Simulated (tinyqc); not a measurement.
Strained Delta valleys, repopulation and conductivity mass: one step of the calculation.

A cubic crystal with three pairs of conduction valleys along x, y and z under uniaxial stress X along [001] (X > 0 is tension); current along [110]. Non-degenerate electrons, fixed total density, one relaxation time for all valleys and stresses, masses unchanged by strain, so the mobility goes as the mean inverse mass.

Problem. Valley shifts and shares. Valley shift dE = Xu (n.e.n - trace(e)/3) with n the valley axis; share f proportional to exp(-dE/Vt).

Values chosen for this exercise: temperature T = 350 K; shear deformation potential Xu = 8.97 eV.

Constants: q = 1.602176634e-19 C, kB = 1.380649e-23 J/K, Vt = kB T/q. Results are converted to the units shown.

strain (%):
```
	x	y	z
x	0.025680000	0.000000000	0.000000000
y	0.000000000	0.025680000	0.000000000
z	0.000000000	0.000000000	-0.093000000
```

Find: dE; share f.

Solution.

```
valley	dE (meV)	share f
x	3.5485	0.29212
y	3.5485	0.29212
z	-7.0971	0.41576
```

The splitting is 10.6 meV, 0.35 Vt.

Computed by the program tinyqc: `OMP_NUM_THREADS=1 python tinyqc.py 2530037 2530038 out.jsonl`, one thread of a shared Intel Xeon 2.30GHz, about 0.01 s for the whole run.
